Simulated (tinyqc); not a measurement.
Inside a calculation (part 1 of 2). Method: UHF in the 6-31g basis, for H3-, spin multiplicity 1. The basis has no diffuse functions, so it cannot describe the extra electron: this is an exercise in the method, not the real anion. Computed by tinyqc, a small Python program that keeps every step (integrals from PySCF). Settings: charge = -1, multiplicity = 1, basis = 6-31g, energy threshold = 1e-09, iteration cap = 81, orthogonalisation = symmetric, start = Wolfsberg-Helmholz matrix, DIIS depth = 0, damping = 0.3, method = UHF, break = 0.7. Command: `OMP_NUM_THREADS=1 python tinyqc.py 29107 29108 out.jsonl` (the two numbers bound the seeds that draw the settings). One thread of a shared host (Intel(R) Xeon(R) Processor @ 2.60GHz), about 0.1 s of CPU time with the checks. Later iterations appear only in the table of the cycle.

## One-electron integrals

Geometry (angstrom):
```
atom       x       y        z
H     0.0000  0.0000   0.0000
H     0.0000  0.0000   1.2240
H     0.0000  0.0000  -1.2240
```

Basis 6-31g: exponents (1/bohr^2) and contraction coefficients of normalised primitives:
```
element  l (shell)  exponent  coefficient
H            s (1)   18.7311       0.0335
H            s (1)    2.8254       0.2347
H            s (1)    0.6401       0.8138
H            s (2)    0.1613       1.0000
```

Overlap, kinetic and nuclear-attraction integrals over the contracted functions; the nuclear repulsion is the sum of Za Zb / Rab.

nuclear repulsion = 1.080836 hartree

overlap S, order 1H 1s, 1H 2s, 2H 1s, 2H 2s, 3H 1s, 3H 2s:
$$\begin{pmatrix}
1.0000 & 0.6583 & 0.1360 & 0.3260 & 0.1360 & 0.3260 \\
0.6583 & 1.0000 & 0.3260 & 0.6496 & 0.3260 & 0.6496 \\
0.1360 & 0.3260 & 1.0000 & 0.6583 & 0.0007 & 0.0399 \\
0.3260 & 0.6496 & 0.6583 & 1.0000 & 0.0399 & 0.1780 \\
0.1360 & 0.3260 & 0.0007 & 0.0399 & 1.0000 & 0.6583 \\
0.3260 & 0.6496 & 0.0399 & 0.1780 & 0.6583 & 1.0000
\end{pmatrix}$$

kinetic energy T (hartree), order 1H 1s, 1H 2s, 2H 1s, 2H 2s, 3H 1s, 3H 2s:
$$\begin{pmatrix}
1.3957 & 0.2597 & -0.0393 & 0.0681 & -0.0393 & 0.0681 \\
0.2597 & 0.2419 & 0.0681 & 0.1119 & 0.0681 & 0.1119 \\
-0.0393 & 0.0681 & 1.3957 & 0.2597 & -0.0024 & -0.0135 \\
0.0681 & 0.1119 & 0.2597 & 0.2419 & -0.0135 & -0.0065 \\
-0.0393 & 0.0681 & -0.0024 & -0.0135 & 1.3957 & 0.2597 \\
0.0681 & 0.1119 & -0.0135 & -0.0065 & 0.2597 & 0.2419
\end{pmatrix}$$

nuclear attraction V (hartree), order 1H 1s, 1H 2s, 2H 1s, 2H 2s, 3H 1s, 3H 2s:
$$\begin{pmatrix}
-2.5178 & -1.3098 & -0.2712 & -0.6356 & -0.2712 & -0.6356 \\
-1.3098 & -1.4509 & -0.5944 & -0.9131 & -0.5944 & -0.9131 \\
-0.2712 & -0.5944 & -2.3017 & -1.1684 & -0.0015 & -0.0725 \\
-0.6356 & -0.9131 & -1.1684 & -1.2620 & -0.0725 & -0.2583 \\
-0.2712 & -0.5944 & -0.0015 & -0.0725 & -2.3017 & -1.1684 \\
-0.6356 & -0.9131 & -0.0725 & -0.2583 & -1.1684 & -1.2620
\end{pmatrix}$$

core Hamiltonian H = T + V (hartree), order 1H 1s, 1H 2s, 2H 1s, 2H 2s, 3H 1s, 3H 2s:
$$\begin{pmatrix}
-1.1221 & -1.0501 & -0.3105 & -0.5675 & -0.3105 & -0.5675 \\
-1.0501 & -1.2090 & -0.5263 & -0.8012 & -0.5263 & -0.8012 \\
-0.3105 & -0.5263 & -0.9060 & -0.9086 & -0.0040 & -0.0860 \\
-0.5675 & -0.8012 & -0.9086 & -1.0201 & -0.0860 & -0.2648 \\
-0.3105 & -0.5263 & -0.0040 & -0.0860 & -0.9060 & -0.9086 \\
-0.5675 & -0.8012 & -0.0860 & -0.2648 & -0.9086 & -1.0201
\end{pmatrix}$$

## Two-electron integrals

Functions are numbered as in S; the eight-fold symmetry (ij|kl) = (ji|kl) = (kl|ij) leaves the list below.

Two-electron integrals (ij|kl) in chemists' order, unique and non-zero (hartree):
```
(11|11) 1.0766     (21|11) 0.5785     (21|21) 0.3294     (22|11) 0.5874
(22|21) 0.3613     (22|22) 0.4532     (31|11) 0.1004     (31|21) 0.0598
(31|22) 0.0700     (31|31) 0.0169     (32|11) 0.1648     (32|21) 0.1047
(32|22) 0.1389     (32|31) 0.0331     (32|32) 0.0798     (33|11) 0.4304
(33|21) 0.2803     (33|22) 0.3938     (33|31) 0.1004     (33|32) 0.2751
(33|33) 1.0766     (41|11) 0.2751     (41|21) 0.1581     (41|22) 0.1760
(41|31) 0.0331     (41|32) 0.0598     (41|33) 0.1648     (41|41) 0.0798
(42|11) 0.3400     (42|21) 0.2120     (42|22) 0.2745     (42|31) 0.0507
(42|32) 0.1112     (42|33) 0.3400     (42|41) 0.1112     (42|42) 0.1912
(43|11) 0.2803     (43|21) 0.1813     (43|22) 0.2527     (43|31) 0.0598
(43|32) 0.1581     (43|33) 0.5785     (43|41) 0.1047     (43|42) 0.2120
(43|43) 0.3294     (44|11) 0.3938     (44|21) 0.2527     (44|22) 0.3506
(44|31) 0.0700     (44|32) 0.1760     (44|33) 0.5874     (44|41) 0.1389
(44|42) 0.2745     (44|43) 0.3613     (44|44) 0.4532     (51|11) 0.1004
(51|21) 0.0598     (51|22) 0.0700     (51|31) 0.0081     (51|32) 0.0147
(51|33) 0.0394     (51|41) 0.0254     (51|42) 0.0347     (51|43) 0.0259
(51|44) 0.0389     (51|51) 0.0169     (52|11) 0.1648     (52|21) 0.1047
(52|22) 0.1389     (52|31) 0.0147     (52|32) 0.0282     (52|33) 0.0777
(52|41) 0.0446     (52|42) 0.0671     (52|43) 0.0512     (52|44) 0.0774
(52|51) 0.0331     (52|52) 0.0798     (53|11) 0.0007     (53|21) 3.82e-04
(53|22) 4.04e-04   (53|31) 6.81e-05   (53|32) 1.15e-04   (53|33) 3.04e-04
(53|41) 1.83e-04   (53|42) 2.35e-04   (53|43) 1.97e-04   (53|44) 2.76e-04
(53|51) 6.81e-05   (53|52) 1.15e-04   (53|53) 4.48e-07   (54|11) 0.0242
(54|21) 0.0149     (54|22) 0.0187     (54|31) 0.0021     (54|32) 0.0039
(54|33) 0.0107     (54|41) 0.0064     (54|42) 0.0092     (54|43) 0.0070
(54|44) 0.0106     (54|51) 0.0043     (54|52) 0.0094     (54|53) 1.67e-05
(54|54) 0.0012     (55|11) 0.4304     (55|21) 0.2803     (55|22) 0.3938
(55|31) 0.0394     (55|32) 0.0777     (55|33) 0.2162     (55|41) 0.1185
(55|42) 0.1852     (55|43) 0.1423     (55|44) 0.2160     (55|51) 0.1004
(55|52) 0.2751     (55|53) 3.04e-04   (55|54) 0.0300     (55|55) 1.0766
(61|11) 0.2751     (61|21) 0.1581     (61|22) 0.1760     (61|31) 0.0254
(61|32) 0.0446     (61|33) 0.1185     (61|41) 0.0725     (61|42) 0.0967
(61|43) 0.0775     (61|44) 0.1119     (61|51) 0.0331     (61|52) 0.0598
(61|53) 1.83e-04   (61|54) 0.0083     (61|55) 0.1648     (61|61) 0.0798
(62|11) 0.3400     (62|21) 0.2120     (62|22) 0.2745     (62|31) 0.0347
(62|32) 0.0671     (62|33) 0.1852     (62|41) 0.0967     (62|42) 0.1480
(62|43) 0.1211     (62|44) 0.1781     (62|51) 0.0507     (62|52) 0.1112
(62|53) 2.35e-04   (62|54) 0.0140     (62|55) 0.3400     (62|61) 0.1112
(62|62) 0.1912     (63|11) 0.0242     (63|21) 0.0149     (63|22) 0.0187
(63|31) 0.0043     (63|32) 0.0094     (63|33) 0.0300     (63|41) 0.0083
(63|42) 0.0140     (63|43) 0.0177     (63|44) 0.0205     (63|51) 0.0021
(63|52) 0.0039     (63|53) 1.67e-05   (63|54) 0.0006     (63|55) 0.0107
(63|61) 0.0064     (63|62) 0.0092     (63|63) 0.0012     (64|11) 0.1046
(64|21) 0.0643     (64|22) 0.0807     (64|31) 0.0125     (64|32) 0.0247
(64|33) 0.0701     (64|41) 0.0313     (64|42) 0.0489     (64|43) 0.0450
(64|44) 0.0624     (64|51) 0.0125     (64|52) 0.0247     (64|53) 7.19e-05
(64|54) 0.0033     (64|55) 0.0701     (64|61) 0.0313     (64|62) 0.0489
(64|63) 0.0033     (64|64) 0.0144     (65|11) 0.2803     (65|21) 0.1813
(65|22) 0.2527     (65|31) 0.0259     (65|32) 0.0512     (65|33) 0.1423
(65|41) 0.0775     (65|42) 0.1211     (65|43) 0.0937     (65|44) 0.1421
(65|51) 0.0598     (65|52) 0.1581     (65|53) 1.97e-04   (65|54) 0.0177
(65|55) 0.5785     (65|61) 0.1047     (65|62) 0.2120     (65|63) 0.0070
(65|64) 0.0450     (65|65) 0.3294     (66|11) 0.3938     (66|21) 0.2527
(66|22) 0.3506     (66|31) 0.0389     (66|32) 0.0774     (66|33) 0.2160
(66|41) 0.1119     (66|42) 0.1781     (66|43) 0.1421     (66|44) 0.2143
(66|51) 0.0700     (66|52) 0.1760     (66|53) 2.76e-04   (66|54) 0.0205
(66|55) 0.5874     (66|61) 0.1389     (66|62) 0.2745     (66|63) 0.0106
(66|64) 0.0624     (66|65) 0.3613     (66|66) 0.4532
```

## Orthogonalisation

S = U s U^T; symmetric (Loewdin) form X = U s^(-1/2) U^T, so that X^T S X = 1.

eigenvalues of S: [0.0982, 0.2859, 0.3924, 0.8751, 1.5353, 2.8130]

X, order 1H 1s, 1H 2s, 2H 1s, 2H 2s, 3H 1s, 3H 2s:
$$\begin{pmatrix}
1.2745 & -0.5908 & 0.0082 & 0.0621 & 0.0082 & 0.0621 \\
-0.5908 & 2.1187 & 0.0143 & -0.7265 & 0.0143 & -0.7265 \\
0.0082 & 0.0143 & 1.2546 & -0.5005 & -0.0086 & 0.0257 \\
0.0621 & -0.7265 & -0.5005 & 1.6140 & 0.0257 & 0.1999 \\
0.0082 & 0.0143 & -0.0086 & 0.0257 & 1.2546 & -0.5005 \\
0.0621 & -0.7265 & 0.0257 & 0.1999 & -0.5005 & 1.6140
\end{pmatrix}$$

## Starting guess

The start is the generalised Wolfsberg-Helmholz matrix (K = 1.75) built on H, with HOMO and LUMO mixed by +/-0.7 rad for the two spins; D(s) = C_occ C_occ^T for each spin.

D(alpha) at the start, order 1H 1s, 1H 2s, 2H 1s, 2H 2s, 3H 1s, 3H 2s:
$$\begin{pmatrix}
0.3316 & 0.1749 & 0.0223 & 0.1462 & -0.2743 & -0.1562 \\
0.1749 & 0.2004 & 0.0294 & 0.1055 & -0.0179 & 0.0573 \\
0.0223 & 0.0294 & 0.0044 & 0.0145 & 0.0022 & 0.0123 \\
0.1462 & 0.1055 & 0.0145 & 0.0719 & -0.0876 & -0.0322 \\
-0.2743 & -0.0179 & 0.0022 & -0.0876 & 0.3757 & 0.2932 \\
-0.1562 & 0.0573 & 0.0123 & -0.0322 & 0.2932 & 0.2542
\end{pmatrix}$$

D(beta) at the start, order 1H 1s, 1H 2s, 2H 1s, 2H 2s, 3H 1s, 3H 2s:
$$\begin{pmatrix}
0.3316 & 0.1749 & -0.2743 & -0.1562 & 0.0223 & 0.1462 \\
0.1749 & 0.2004 & -0.0179 & 0.0573 & 0.0294 & 0.1055 \\
-0.2743 & -0.0179 & 0.3757 & 0.2932 & 0.0022 & -0.0876 \\
-0.1562 & 0.0573 & 0.2932 & 0.2542 & 0.0123 & -0.0322 \\
0.0223 & 0.0294 & 0.0022 & 0.0123 & 0.0044 & 0.0145 \\
0.1462 & 0.1055 & -0.0876 & -0.0322 & 0.0145 & 0.0719
\end{pmatrix}$$

## Iteration 1: building the Fock matrix

J_ij = sum D_kl (ij|kl) with D = D(alpha) + D(beta), K_ij = sum D_kl (ik|jl) for each spin; F = H + J - K(s); E = tr D H + tr D J / 2 - 0.5 sum_s tr D(s) K(s) + E_nn.

Coulomb J (hartree), order 1H 1s, 1H 2s, 2H 1s, 2H 2s, 3H 1s, 3H 2s:
$$\begin{pmatrix}
2.3791 & 1.4235 & 0.2903 & 0.6965 & 0.2903 & 0.6965 \\
1.4235 & 1.7544 & 0.6129 & 1.0935 & 0.6129 & 1.0935 \\
0.2903 & 0.6129 & 1.9240 & 1.1694 & 0.0016 & 0.0784 \\
0.6965 & 1.0935 & 1.1694 & 1.4918 & 0.0784 & 0.3124 \\
0.2903 & 0.6129 & 0.0016 & 0.0784 & 1.9240 & 1.1694 \\
0.6965 & 1.0935 & 0.0784 & 0.3124 & 1.1694 & 1.4918
\end{pmatrix}$$

exchange K(alpha) (hartree), order 1H 1s, 1H 2s, 2H 1s, 2H 2s, 3H 1s, 3H 2s:
$$\begin{pmatrix}
0.6665 & 0.4989 & 0.1870 & 0.3304 & 0.0619 & 0.2228 \\
0.4989 & 0.5036 & 0.1849 & 0.3122 & 0.2693 & 0.3566 \\
0.1870 & 0.1849 & 0.1493 & 0.1781 & 0.0056 & 0.0622 \\
0.3304 & 0.3122 & 0.1781 & 0.2570 & 0.0378 & 0.1321 \\
0.0619 & 0.2693 & 0.0056 & 0.0378 & 0.7921 & 0.5529 \\
0.2228 & 0.3566 & 0.0622 & 0.1321 & 0.5529 & 0.4874
\end{pmatrix}$$

exchange K(beta) (hartree), order 1H 1s, 1H 2s, 2H 1s, 2H 2s, 3H 1s, 3H 2s:
$$\begin{pmatrix}
0.6665 & 0.4989 & 0.0619 & 0.2228 & 0.1870 & 0.3304 \\
0.4989 & 0.5036 & 0.2693 & 0.3566 & 0.1849 & 0.3122 \\
0.0619 & 0.2693 & 0.7921 & 0.5529 & 0.0056 & 0.0378 \\
0.2228 & 0.3566 & 0.5529 & 0.4874 & 0.0622 & 0.1321 \\
0.1870 & 0.1849 & 0.0056 & 0.0622 & 0.1493 & 0.1781 \\
0.3304 & 0.3122 & 0.0378 & 0.1321 & 0.1781 & 0.2570
\end{pmatrix}$$

F(alpha) (hartree), order 1H 1s, 1H 2s, 2H 1s, 2H 2s, 3H 1s, 3H 2s:
$$\begin{pmatrix}
0.5905 & -0.1255 & -0.2072 & -0.2014 & -0.0820 & -0.0938 \\
-0.1255 & 0.0419 & -0.0983 & -0.0198 & -0.1827 & -0.0642 \\
-0.2072 & -0.0983 & 0.8687 & 0.0826 & -0.0080 & -0.0698 \\
-0.2014 & -0.0198 & 0.0826 & 0.2147 & -0.0454 & -0.0846 \\
-0.0820 & -0.1827 & -0.0080 & -0.0454 & 0.2259 & -0.2921 \\
-0.0938 & -0.0642 & -0.0698 & -0.0846 & -0.2921 & -0.0157
\end{pmatrix}$$

F(beta) (hartree), order 1H 1s, 1H 2s, 2H 1s, 2H 2s, 3H 1s, 3H 2s:
$$\begin{pmatrix}
0.5905 & -0.1255 & -0.0820 & -0.0938 & -0.2072 & -0.2014 \\
-0.1255 & 0.0419 & -0.1827 & -0.0642 & -0.0983 & -0.0198 \\
-0.0820 & -0.1827 & 0.2259 & -0.2921 & -0.0080 & -0.0454 \\
-0.0938 & -0.0642 & -0.2921 & -0.0157 & -0.0698 & -0.0846 \\
-0.2072 & -0.0983 & -0.0080 & -0.0698 & 0.8687 & 0.0826 \\
-0.2014 & -0.0198 & -0.0454 & -0.0846 & 0.0826 & 0.2147
\end{pmatrix}$$

total energy of this density = -1.113514 hartree

This density is the starting one.

## Iteration 1: diagonalisation and new density

Diagonalise F' = X^T F X, C = X C', fill 2 alpha and 2 beta electrons from the bottom; D(s) = C_occ C_occ^T; the new density keeps 0.3 of the old one (damping). Each column has its largest component positive (the first on a tie).

F' = X^T F X (alpha) (hartree):
$$\begin{pmatrix}
1.1188 & -0.6486 & -0.1286 & -0.1116 & 0.0250 & -0.0013 \\
-0.6486 & 0.7239 & -0.0952 & -0.1756 & -0.1066 & -0.1661 \\
-0.1286 & -0.0952 & 1.3090 & -0.4704 & 0.0104 & 0.0260 \\
-0.1116 & -0.1756 & -0.4704 & 0.6017 & 0.0511 & -0.0461 \\
0.0250 & -0.1066 & 0.0104 & 0.0511 & 0.7110 & -0.6591 \\
-0.0013 & -0.1661 & 0.0260 & -0.0461 & -0.6591 & 0.4901
\end{pmatrix}$$

orbital energies (alpha) (hartree): MO1 -0.1532, MO2 0.0993, MO3 0.5802, MO4 1.2672, MO5 1.5267, MO6 1.6345

coefficients C (alpha), order 1H 1s, 1H 2s, 2H 1s, 2H 2s, 3H 1s, 3H 2s:
$$\begin{pmatrix}
0.1021 & 0.2507 & 0.1470 & 0.0039 & 0.6375 & -1.2165 \\
0.1111 & 0.6089 & 1.4296 & -0.4624 & -0.6873 & 1.6676 \\
0.0397 & 0.1111 & -0.0302 & -0.1758 & 1.1664 & 0.6476 \\
0.1252 & 0.3300 & -1.3324 & 0.1969 & -0.7349 & -0.9742 \\
0.3570 & -0.2425 & -0.0255 & -1.2655 & -0.1654 & -0.0995 \\
0.5707 & -0.5673 & -0.6744 & 1.3982 & 0.4361 & -0.4247
\end{pmatrix}$$

F' = X^T F X (beta) (hartree):
$$\begin{pmatrix}
1.1188 & -0.6486 & 0.0250 & -0.0013 & -0.1286 & -0.1116 \\
-0.6486 & 0.7239 & -0.1066 & -0.1661 & -0.0952 & -0.1756 \\
0.0250 & -0.1066 & 0.7110 & -0.6591 & 0.0104 & 0.0511 \\
-0.0013 & -0.1661 & -0.6591 & 0.4901 & 0.0260 & -0.0461 \\
-0.1286 & -0.0952 & 0.0104 & 0.0260 & 1.3090 & -0.4704 \\
-0.1116 & -0.1756 & 0.0511 & -0.0461 & -0.4704 & 0.6017
\end{pmatrix}$$

orbital energies (beta) (hartree): MO1 -0.1532, MO2 0.0993, MO3 0.5802, MO4 1.2672, MO5 1.5267, MO6 1.6345

coefficients C (beta), order 1H 1s, 1H 2s, 2H 1s, 2H 2s, 3H 1s, 3H 2s:
$$\begin{pmatrix}
0.1021 & 0.2507 & 0.1470 & 0.0039 & 0.6375 & -1.2165 \\
0.1111 & 0.6089 & 1.4296 & -0.4624 & -0.6873 & 1.6676 \\
0.3570 & -0.2425 & -0.0255 & -1.2655 & -0.1654 & -0.0995 \\
0.5707 & -0.5673 & -0.6744 & 1.3982 & 0.4361 & -0.4247 \\
0.0397 & 0.1111 & -0.0302 & -0.1758 & 1.1664 & 0.6476 \\
0.1252 & 0.3300 & -1.3324 & 0.1969 & -0.7349 & -0.9742
\end{pmatrix}$$

D(alpha) after iteration 1, order 1H 1s, 1H 2s, 2H 1s, 2H 2s, 3H 1s, 3H 2s:
$$\begin{pmatrix}
0.1508 & 0.1673 & 0.0290 & 0.1107 & -0.0993 & -0.1056 \\
0.1673 & 0.3283 & 0.0592 & 0.1820 & -0.0810 & -0.1802 \\
0.0290 & 0.0592 & 0.0110 & 0.0335 & -0.0083 & -0.0246 \\
0.1107 & 0.1820 & 0.0335 & 0.1087 & -0.0510 & -0.0907 \\
-0.0993 & -0.0810 & -0.0083 & -0.0510 & 0.2431 & 0.3268 \\
-0.1056 & -0.1802 & -0.0246 & -0.0907 & 0.3268 & 0.5295
\end{pmatrix}$$

D(beta) after iteration 1, order 1H 1s, 1H 2s, 2H 1s, 2H 2s, 3H 1s, 3H 2s:
$$\begin{pmatrix}
0.1508 & 0.1673 & -0.0993 & -0.1056 & 0.0290 & 0.1107 \\
0.1673 & 0.3283 & -0.0810 & -0.1802 & 0.0592 & 0.1820 \\
-0.0993 & -0.0810 & 0.2431 & 0.3268 & -0.0083 & -0.0510 \\
-0.1056 & -0.1802 & 0.3268 & 0.5295 & -0.0246 & -0.0907 \\
0.0290 & 0.0592 & -0.0083 & -0.0246 & 0.0110 & 0.0335 \\
0.1107 & 0.1820 & -0.0510 & -0.0907 & 0.0335 & 0.1087
\end{pmatrix}$$

## Iteration 2: building the Fock matrix

As before.

Coulomb J (hartree), order 1H 1s, 1H 2s, 2H 1s, 2H 2s, 3H 1s, 3H 2s:
$$\begin{pmatrix}
2.1429 & 1.3093 & 0.2728 & 0.6435 & 0.2728 & 0.6435 \\
1.3093 & 1.6671 & 0.5925 & 1.0493 & 0.5925 & 1.0493 \\
0.2728 & 0.5925 & 1.8747 & 1.1429 & 0.0015 & 0.0748 \\
0.6435 & 1.0493 & 1.1429 & 1.4614 & 0.0748 & 0.2968 \\
0.2728 & 0.5925 & 0.0015 & 0.0748 & 1.8747 & 1.1429 \\
0.6435 & 1.0493 & 0.0748 & 0.2968 & 1.1429 & 1.4614
\end{pmatrix}$$

exchange K(alpha) (hartree), order 1H 1s, 1H 2s, 2H 1s, 2H 2s, 3H 1s, 3H 2s:
$$\begin{pmatrix}
0.5126 & 0.4382 & 0.1909 & 0.3075 & 0.0971 & 0.2126 \\
0.4382 & 0.4866 & 0.2171 & 0.3316 & 0.2665 & 0.3423 \\
0.1909 & 0.2171 & 0.2271 & 0.2460 & -0.0014 & 0.0552 \\
0.3075 & 0.3316 & 0.2460 & 0.3193 & 0.0334 & 0.1195 \\
0.0971 & 0.2665 & -0.0014 & 0.0334 & 0.7182 & 0.5399 \\
0.2126 & 0.3423 & 0.0552 & 0.1195 & 0.5399 & 0.4962
\end{pmatrix}$$

exchange K(beta) (hartree), order 1H 1s, 1H 2s, 2H 1s, 2H 2s, 3H 1s, 3H 2s:
$$\begin{pmatrix}
0.5126 & 0.4382 & 0.0971 & 0.2126 & 0.1909 & 0.3075 \\
0.4382 & 0.4866 & 0.2665 & 0.3423 & 0.2171 & 0.3316 \\
0.0971 & 0.2665 & 0.7182 & 0.5399 & -0.0014 & 0.0334 \\
0.2126 & 0.3423 & 0.5399 & 0.4962 & 0.0552 & 0.1195 \\
0.1909 & 0.2171 & -0.0014 & 0.0552 & 0.2271 & 0.2460 \\
0.3075 & 0.3316 & 0.0334 & 0.1195 & 0.2460 & 0.3193
\end{pmatrix}$$

F(alpha) (hartree), order 1H 1s, 1H 2s, 2H 1s, 2H 2s, 3H 1s, 3H 2s:
$$\begin{pmatrix}
0.5082 & -0.1790 & -0.2286 & -0.2315 & -0.1349 & -0.1366 \\
-0.1790 & -0.0285 & -0.1510 & -0.0835 & -0.2003 & -0.0942 \\
-0.2286 & -0.1510 & 0.7416 & -0.0117 & -0.0011 & -0.0664 \\
-0.2315 & -0.0835 & -0.0117 & 0.1220 & -0.0446 & -0.0875 \\
-0.1349 & -0.2003 & -0.0011 & -0.0446 & 0.2505 & -0.3056 \\
-0.1366 & -0.0942 & -0.0664 & -0.0875 & -0.3056 & -0.0549
\end{pmatrix}$$

F(beta) (hartree), order 1H 1s, 1H 2s, 2H 1s, 2H 2s, 3H 1s, 3H 2s:
$$\begin{pmatrix}
0.5082 & -0.1790 & -0.1349 & -0.1366 & -0.2286 & -0.2315 \\
-0.1790 & -0.0285 & -0.2003 & -0.0942 & -0.1510 & -0.0835 \\
-0.1349 & -0.2003 & 0.2505 & -0.3056 & -0.0011 & -0.0446 \\
-0.1366 & -0.0942 & -0.3056 & -0.0549 & -0.0664 & -0.0875 \\
-0.2286 & -0.1510 & -0.0011 & -0.0664 & 0.7416 & -0.0117 \\
-0.2315 & -0.0835 & -0.0446 & -0.0875 & -0.0117 & 0.1220
\end{pmatrix}$$

total energy of this density = -1.360444 hartree

This density is a damped mixture and is not idempotent.

## Iteration 2: diagonalisation and new density

As before.

F' = X^T F X (alpha) (hartree):
$$\begin{pmatrix}
1.0349 & -0.6388 & -0.1300 & -0.1125 & -0.0285 & -0.0188 \\
-0.6388 & 0.6653 & -0.1150 & -0.2031 & -0.1001 & -0.1553 \\
-0.1300 & -0.1150 & 1.2032 & -0.5056 & 0.0157 & 0.0367 \\
-0.1125 & -0.2031 & -0.5056 & 0.5585 & 0.0537 & -0.0296 \\
-0.0285 & -0.1001 & 0.0157 & 0.0537 & 0.7558 & -0.6704 \\
-0.0188 & -0.1553 & 0.0367 & -0.0296 & -0.6704 & 0.4485
\end{pmatrix}$$

orbital energies (alpha) (hartree): MO1 -0.1973, MO2 0.0244, MO3 0.5444, MO4 1.2818, MO5 1.4639, MO6 1.5491

coefficients C (alpha), order 1H 1s, 1H 2s, 2H 1s, 2H 2s, 3H 1s, 3H 2s:
$$\begin{pmatrix}
0.1649 & -0.1948 & 0.1777 & -0.1208 & 0.7334 & -1.1542 \\
0.1853 & -0.5605 & 1.4323 & -0.2629 & -0.8488 & 1.6446 \\
0.0646 & -0.1375 & -0.0630 & -0.2662 & 1.0787 & 0.7511 \\
0.1528 & -0.3466 & -1.2756 & 0.2264 & -0.6504 & -1.0877 \\
0.3036 & 0.2427 & -0.0276 & -1.2557 & -0.3071 & -0.0505 \\
0.4966 & 0.6668 & -0.7310 & 1.2822 & 0.6047 & -0.4387
\end{pmatrix}$$

F' = X^T F X (beta) (hartree):
$$\begin{pmatrix}
1.0349 & -0.6388 & -0.0285 & -0.0188 & -0.1300 & -0.1125 \\
-0.6388 & 0.6653 & -0.1001 & -0.1553 & -0.1150 & -0.2031 \\
-0.0285 & -0.1001 & 0.7558 & -0.6704 & 0.0157 & 0.0537 \\
-0.0188 & -0.1553 & -0.6704 & 0.4485 & 0.0367 & -0.0296 \\
-0.1300 & -0.1150 & 0.0157 & 0.0367 & 1.2032 & -0.5056 \\
-0.1125 & -0.2031 & 0.0537 & -0.0296 & -0.5056 & 0.5585
\end{pmatrix}$$

orbital energies (beta) (hartree): MO1 -0.1973, MO2 0.0244, MO3 0.5444, MO4 1.2818, MO5 1.4639, MO6 1.5491

coefficients C (beta), order 1H 1s, 1H 2s, 2H 1s, 2H 2s, 3H 1s, 3H 2s:
$$\begin{pmatrix}
0.1649 & -0.1948 & 0.1777 & -0.1208 & 0.7334 & -1.1542 \\
0.1853 & -0.5605 & 1.4323 & -0.2629 & -0.8488 & 1.6446 \\
0.3036 & 0.2427 & -0.0276 & -1.2557 & -0.3071 & -0.0505 \\
0.4966 & 0.6668 & -0.7310 & 1.2822 & 0.6047 & -0.4387 \\
0.0646 & -0.1375 & -0.0630 & -0.2662 & 1.0787 & 0.7511 \\
0.1528 & -0.3466 & -1.2756 & 0.2264 & -0.6504 & -1.0877
\end{pmatrix}$$

D(alpha) after iteration 2, order 1H 1s, 1H 2s, 2H 1s, 2H 2s, 3H 1s, 3H 2s:
$$\begin{pmatrix}
0.0908 & 0.1480 & 0.0349 & 0.0981 & -0.0279 & -0.0653 \\
0.1480 & 0.3424 & 0.0801 & 0.2104 & -0.0801 & -0.2513 \\
0.0349 & 0.0801 & 0.0195 & 0.0503 & -0.0121 & -0.0491 \\
0.0981 & 0.2104 & 0.0503 & 0.1330 & -0.0417 & -0.1359 \\
-0.0279 & -0.0801 & -0.0121 & -0.0417 & 0.1787 & 0.3169 \\
-0.0653 & -0.2513 & -0.0491 & -0.1359 & 0.3169 & 0.6428
\end{pmatrix}$$

D(beta) after iteration 2, order 1H 1s, 1H 2s, 2H 1s, 2H 2s, 3H 1s, 3H 2s:
$$\begin{pmatrix}
0.0908 & 0.1480 & -0.0279 & -0.0653 & 0.0349 & 0.0981 \\
0.1480 & 0.3424 & -0.0801 & -0.2513 & 0.0801 & 0.2104 \\
-0.0279 & -0.0801 & 0.1787 & 0.3169 & -0.0121 & -0.0417 \\
-0.0653 & -0.2513 & 0.3169 & 0.6428 & -0.0491 & -0.1359 \\
0.0349 & 0.0801 & -0.0121 & -0.0491 & 0.0195 & 0.0503 \\
0.0981 & 0.2104 & -0.0417 & -0.1359 & 0.0503 & 0.1330
\end{pmatrix}$$
